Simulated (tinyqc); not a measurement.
Thermal resistances of a two-die stack.

Question. Heat leaves through the lower die only, and the system is linear. Find the resistance R1 from the lower die to the coolant, R2 between the dies, and the rise of the upper die when both are powered.

Values chosen for this exercise: power of the lower die P1 = 42 W; power of the upper die P2 = 15 W.

rises of the lower and upper die with only the lower one powered (K): 26.46  26.46
rises of the lower and upper die with only the upper one powered (K): 9.45  11.7

Answer. With only the lower die powered no heat crosses R2, so both dies rise by P1 R1; the difference in the second test is P2 R2; rises add.

R1 = 0.6300 K/W
R2 = 0.1500 K/W
rise of the upper die = 38.16 K

Program tinyqc, `OMP_NUM_THREADS=1 python tinyqc.py 2162146 2162147 out.jsonl`; Intel Xeon 2.30GHz, shared host, one thread, about 0.03 s.
